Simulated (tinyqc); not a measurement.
Trap density from one capacitance.

Question. Traps spread evenly through the insulator exchange electrons with the semiconductor by tunnelling, with tau(x) = t0 exp(2 ka x) at depth x from the interface. The admittance per area Y seen at depth x obeys dY/dx = -Y^2/(i w eps0 eox) + q Nb ln(1 + i w tau)/tau, with Y(0) = i w Cs and w = 2 pi f; the gate sees Y(tox) = G + i w C. Working variable y = Y/(i w), in uF/cm^2. Cox = eps0 eox/tox. Find Nb and G/w.

Inputs (values chosen for the exercise):
```
symbol,value,unit,meaning
eox,22,,relative permittivity of the insulator
tox,7.6,nm,insulator thickness
Cs,5.6,uF/cm^2,semiconductor capacitance in accumulation
ka,3.2,1/nm,decay constant of the wave function in the insulator
t0,6e-11,s,time constant of a trap at the interface
f,1e6,Hz,frequency
```

Constants: q = 1.602176634e-19 C, eps0 = 8.8541878128e-14 F/cm where lengths are in cm. Results are converted to the units shown.

C = 1.7741591 uF/cm^2

Solution. C rises steadily with Nb, so one density matches; in practice ka and t0 must come from the frequency dependence.

Nb = 5.000e18 cm^-3 eV^-1
G/w = 0.003722 uF/cm^2

Computed by the program tinyqc: `OMP_NUM_THREADS=1 python tinyqc.py 2202169 2202170 out.jsonl`, one thread of a shared Intel Xeon 2.30GHz, about 0.4 s for the whole run.
